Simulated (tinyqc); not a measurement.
## Square on-chip spiral inductor, lumped pi model: quality factor against frequency

Outer diameter do = di + 2 n wd + 2 (n - 1) sp, mean da = (do + di)/2, fill p = (do - di)/(do + di), length l = 4 n da. L = 2.34 mu0 n^2 da/(1 + 2.75 p), mu0 = 4 pi 1e-7 H/m. Rs = rho l/(wd delta (1 - exp(-th/delta))), delta = sqrt(rho/(pi f mu0)). Cs = n wd^2 eps0 eo/hu across the coil. At each end Cox = l wd eps0 eo/(2 ho) leads to the substrate branch Rsi = 2 rs he/(l wd) in parallel with Csi = l wd eps0 11.7/(2 he). With one end grounded Y = 1/(Rs + i w L) + i w Cs + 1/[1/(i w Cox) + 1/(1/Rsi + i w Csi)], w = 2 pi f; Q = -Im Y/Re Y. Eddy currents in neighbouring turns and in the substrate are left out.

Apparent inductance Im(1/Y)/w; share of the loss Re(substrate branch)/Re Y.

Parameters, values chosen for the exercise; values of the order met in silicon radio-frequency processes:

| symbol | value | unit | meaning |
|---|---|---|---|
| n | 5.5 |  | number of turns |
| wd | 8 | um | line width |
| sp | 2 | um | space between turns |
| di | 40 | um | inner diameter |
| th | 0.9 | um | metal thickness |
| rho | 2.2 | uohm cm | metal resistivity |
| ho | 7.2 | um | oxide below the coil |
| hu | 1.4 | um | oxide between coil and underpass |
| eo | 3 |  | relative permittivity of the oxide |
| rs | 100 | ohm cm | substrate resistivity |
| he | 30 | um | effective spreading depth in the substrate |

Constants: eps0 = 8.8541878128e-12 F/m. Results are converted to the units shown.

Results:

| f (GHz) | Rs (ohm) | w L/Rs | Q | apparent inductance (nH) | loss in the substrate (%) |
|---|---|---|---|---|---|
| 0.32 | 6.9500 | 0.93222 | 0.93118 | 3.2216 | 0.014799 |
| 0.52 | 7.1504 | 1.4724 | 1.4693 | 3.2231 | 0.054198 |
| 0.86 | 7.4218 | 2.3461 | 2.3341 | 3.2273 | 0.20083 |
| 1.4 | 7.7674 | 3.6493 | 3.6024 | 3.2379 | 0.62765 |
| 2.3 | 8.2322 | 5.6567 | 5.4695 | 3.2672 | 1.7589 |
| 3.7 | 8.8217 | 8.4919 | 7.8113 | 3.3435 | 4.3176 |
| 6.1 | 9.6503 | 12.798 | 10.311 | 3.5783 | 10.238 |
| 16 | 12.186 | 26.584 | 4.9862 | 10.170 | 38.512 |

Estimate the missing row, f = 10 GHz.

Computed row:

| f (GHz) | Rs (ohm) | w L/Rs | Q | apparent inductance (nH) | loss in the substrate (%) |
|---|---|---|---|---|---|
| 10 | 10.760 | 18.817 | 10.724 | 4.4037 | 21.664 |

With this row back in the table: Q goes from 0.931 through a maximum of 10.7 (at f = 10 GHz among the rows listed) to 4.99; the exact peak is 11.0 at 8.40 GHz and Q reaches zero at the self-resonance, 19.2 GHz. The share of the substrate rises from 0.0148 to 38.5 %, and the apparent inductance ends at 3.16 times L. At the peak the substrate takes 16.9 % of the loss. For f = 16 the coil is longer than 0.15 of a wavelength in the oxide, where one lumped section is rough.

Numbers from tinyqc (`OMP_NUM_THREADS=1 python tinyqc.py 2302161 2302162 out.jsonl`; about 0.01 s on one thread of a shared Intel Xeon 2.30GHz).
